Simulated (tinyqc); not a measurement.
Planar ballistic transistor, top-of-the-barrier model: one step of the calculation.

At the top of the source barrier, states moving towards the drain are filled by the source (Fermi level 0) and states moving back by the drain (Fermi level -q Vd); nothing scatters. U is the shift of the band edge there, set by the capacitances CG, CD and CS (the total) and by the charge. Parabolic two-dimensional band; the source is grounded.

Question. Self-consistent potential at the barrier top. eta1 = -(E0 + U)/Vt, eta2 = eta1 - Vd/Vt, n = (N0/2)[F_0(eta1) + F_0(eta2)], F_0(x) = ln(1 + exp x). U(out) = UL + q (n - n0)/CS. U(new) = U(out).

Values chosen for this exercise; mass and valleys close to those of indium arsenide: temperature T = 250 K; band edge at the barrier top above the source Fermi level at zero bias E0 = 0.18 eV; drain voltage Vd = 0.05 V.

Constants: q = 1.602176634e-19 C, kB = 1.380649e-23 J/K, Vt = kB T/q. Results are converted to the units shown.

U at the start (U = UL) = -0.3424 eV
N0 = 2.6548018e11 cm^-2
CS = 6.8300186 uF/cm^2
n0 = 6.2422442e7 cm^-2
UL = -0.3424 eV

Give: eta1; eta2; n; U(out); U after iteration 1.

Answer.

eta1 = 7.5383
eta2 = 5.2174
n = 1.6940e12 cm^-2
U(out) = -0.30266 eV
U after iteration 1 = -0.30266 eV

Program tinyqc, `OMP_NUM_THREADS=1 python tinyqc.py 2400145 2400146 out.jsonl`; Intel Xeon 2.30GHz, shared host, one thread, about 0.02 s.
